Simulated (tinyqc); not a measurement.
Silicon n-p-n transistor, Gummel numbers and transit times: one step of the calculation.

One-dimensional n-p-n transistor in the forward active mode at low injection. In the base p(x) = NB exp(-eta x/wb) and ni(x)^2 = ni^2 exp((g0 + g1 x/wb)/Vt); electrons leave the base at vsat; band spikes at the emitter junction and recombination inside the emitter are ignored.

Problem. Base Gummel number and transit time. f(x) = p(x) ni^2/ni(x)^2; I(x) = integral from x to wb of f/Dn, plus f(wb)/vsat; base Gummel number GB = I(0); electron density per unit flux n/(J/q) = I/f; base transit time tauB = integral of I/f over the base. Trapezoid rule on 12 equal steps.

Parameters, values chosen for the exercise; band and dielectric values close to those of silicon:

| symbol | value | unit | meaning |
|---|---|---|---|
| T | 400 | K | temperature |
| vsat | 1e7 | cm/s | saturation velocity |
| wb | 55 | nm | neutral base width |
| NB | 1.6e17 | cm^-3 | base doping at the emitter edge |
| eta | 0 |  | doping falls as exp(-eta x/wb) |
| g0 | 0 | eV | gap reduction at the emitter edge of the base |
| g1 | 0 | eV | further gap reduction across the base (linear) |
| Dn | 5.6 | cm^2/s | electron diffusion coefficient in the base |

Constants: q = 1.602176634e-19 C, kB = 1.380649e-23 J/K, Vt = kB T/q. Results are converted to the units shown.

Find: x; f; I; I/f; GB; tauB.

Solution.

| point | x (nm) | f (cm^-3) | I (s/cm^4) | I/f (s/cm) |
|---|---|---|---|---|
| 0 | 0.000 | 1.6000e17 | 1.7314e11 | 1.0821e-6 |
| 1 | 4.583 | 1.6000e17 | 1.6005e11 | 1.0003e-6 |
| 2 | 9.167 | 1.6000e17 | 1.4695e11 | 9.1845e-7 |
| 3 | 13.750 | 1.6000e17 | 1.3386e11 | 8.3661e-7 |
| 4 | 18.333 | 1.6000e17 | 1.2076e11 | 7.5476e-7 |
| 5 | 22.917 | 1.6000e17 | 1.0767e11 | 6.7292e-7 |
| 6 | 27.500 | 1.6000e17 | 9.4571e10 | 5.9107e-7 |
| 7 | 32.083 | 1.6000e17 | 8.1476e10 | 5.0923e-7 |
| 8 | 36.667 | 1.6000e17 | 6.8381e10 | 4.2738e-7 |
| 9 | 41.250 | 1.6000e17 | 5.5286e10 | 3.4554e-7 |
| 10 | 45.833 | 1.6000e17 | 4.2190e10 | 2.6369e-7 |
| 11 | 50.417 | 1.6000e17 | 2.9095e10 | 1.8185e-7 |
| 12 | 55.000 | 1.6000e17 | 1.6000e10 | 1.0000e-7 |

GB = 1.7314e11 s/cm^4
tauB = 3.2509 ps

Range of the model: Heavy doping makes emitter or base degenerate; gE and g0 are to be read as apparent gap changes that include this.

Program tinyqc, `OMP_NUM_THREADS=1 python tinyqc.py 2320108 2320109 out.jsonl`; Intel Xeon 2.30GHz, shared host, one thread, about 0.01 s.
